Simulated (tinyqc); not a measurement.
Strain, valley repopulation and piezoresistance in a many-valley conduction band: one step, computed by the program tinyqc.

Valleys are ellipsoids with mass m_l along the axis a and m_t across it, parabolic, with one constant relaxation time; strain shifts the valleys and leaves the masses alone. Currents are taken along [100], along the load, and along [010], across the load.

Question. Linear piezoresistance coefficients. Each of the 4 valleys holds n_v = N_v (2/sqrt(pi)) F_1/2((E_F - dE_v)/(k_B T)), N_v = 2 (m_d k_B T/(2 pi hbar^2))^(3/2), m_d = (m_l m_t^2)^(1/3); E_F solves sum n_v = n and is counted from the unstrained edge. F_j(eta) = int_0^infinity x^j/(1 + exp(x - eta)) dx, without a gamma-function factor. It is evaluated after integrating by parts. Integrals over x = E/(k_B T) use 160 Gauss-Legendre points in u = sqrt(x) from 0 to sqrt(max(eta, 0) + 32). With eta_0 the reduced Fermi level without strain, r = F_-1/2(eta_0)/(2 F_1/2(eta_0)) (1 for a classical gas) and c = r (Xi_u/k_B T) (m_l - m_t)/(2 m_l + m_t): pi44 = -c S44/3, pi11 = pi12 = 0.

Inputs (values chosen for the exercise, modelled on germanium):
```
quantity                            value    unit
longitudinal mass m_l                1.62     m_0
transverse mass m_t                0.0805     m_0
shear deformation potential Xi_u     16.6      eV
C11                                   127     GPa
C12                                  47.9     GPa
C44                                  66.5     GPa
electron density n                2.4e+18  1/cm^3
temperature T                         300       K
```

Valley axes: <111> (4 valleys). Load: uniaxial [100].

Constants: k_B = 8.617333262e-05 eV/K; m_0 = 9.1093837015e-31 kg; k_B = 1.380649e-23 J/K; hbar = 1.054571817e-34 J s.

Give: eta_0; degeneracy factor r; pi11; pi12; pi44.

Answer.

eta_0 = -1.3729

degeneracy factor r = 0.92424

pi11 = 0 1e-11/Pa

pi12 = 0 1e-11/Pa

pi44 = -137.92 1e-11/Pa

Degeneracy lowers the coefficients to 92 % of the classical value.
